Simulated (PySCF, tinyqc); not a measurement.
CID on RHF in the 6-31g basis, for H2, spin multiplicity 1, step by step. The lowest restricted solution is unstable here: a spin-polarised one lies 0.0080 hartree lower (PySCF). One step of it, computed by the program tinyqc.

Question. CID: roots. Diagonalise (each vector has its largest component positive (the first on a tie)); all determinants have Ms = 0, so triplets appear too. The lowest singlet root is the correlation energy.

Occupation strings over the orbitals (2 doubly, a alpha, b beta, 0 empty; spin orbitals ordered 1a 1b 2a 2b ...): 2000 0200 0ab0 0a0b 0ba0 0020 00ab 0b0a 00ba 0002

H - E(HF) between determinants (hartree), order 2000, 0200, 0ab0, 0a0b, 0ba0, 0020, 00ab, 0b0a, 00ba, 0002:
```
[[0.000000, 0.133792, -0.074147, 0.000000, 0.074147, 0.084590, 0.000000, 0.000000, 0.000000, 0.078757],
 [0.133792, 0.508653, 0.078299, 0.000000, -0.078299, 0.087061, 0.000000, 0.000000, 0.000000, 0.057736],
 [-0.074147, 0.078299, 1.335645, 0.000000, -0.087061, 0.021690, 0.000000, 0.000000, 0.000000, -0.084623],
 [0.000000, 0.000000, 0.000000, 1.341642, 0.000000, 0.000000, 0.031997, -0.057736, 0.084623, 0.000000],
 [0.074147, -0.078299, -0.087061, 0.000000, 1.335645, -0.021690, 0.000000, 0.000000, 0.000000, 0.084623],
 [0.084590, 0.087061, 0.021690, 0.000000, -0.021690, 2.226902, 0.000000, 0.000000, 0.000000, 0.209158],
 [0.000000, 0.000000, 0.000000, 0.031997, 0.000000, 0.000000, 2.222686, 0.084623, -0.209158, 0.000000],
 [0.000000, 0.000000, 0.000000, -0.057736, 0.000000, 0.000000, 0.084623, 1.341642, 0.031997, 0.000000],
 [0.000000, 0.000000, 0.000000, 0.084623, 0.000000, 0.000000, -0.209158, 0.031997, 2.222686, 0.000000],
 [0.078757, 0.057736, -0.084623, 0.000000, 0.084623, 0.209158, 0.000000, 0.000000, 0.000000, 2.229252]]
```

Give: lowest roots of this matrix, relative to E(HF); lowest vectors; <S^2> of these roots; weight of the ground state by excitation level 0, 1, 2, ....

Answer.

lowest roots of this matrix, relative to E(HF) (hartree): [-0.047, 0.525, 1.249, 1.266, 1.397, 1.419, 2.032, 2.038]

lowest vectors, order 2000, 0200, 0ab0, 0a0b, 0ba0, 0020, 00ab, 0b0a, 00ba, 0002:
```
[[0.966, 0.248, 0.000, 0.000],
 [-0.243, 0.962, 0.000, 0.000],
 [0.061, -0.066, 0.707, 0.000],
 [0.000, 0.000, 0.000, 0.699],
 [-0.061, 0.066, 0.707, 0.000],
 [-0.026, -0.054, 0.000, 0.000],
 [0.000, 0.000, 0.000, -0.109],
 [0.000, 0.000, 0.000, 0.699],
 [0.000, 0.000, 0.000, -0.109],
 [-0.020, -0.044, 0.000, 0.000]]
```

<S^2> of these roots: [0.000, 0.000, 2.000, 2.000, 0.000, 0.000, 2.000, 0.000]

weight of the ground state by excitation level 0, 1, 2, ...: [0.932, 0.000, 0.068]
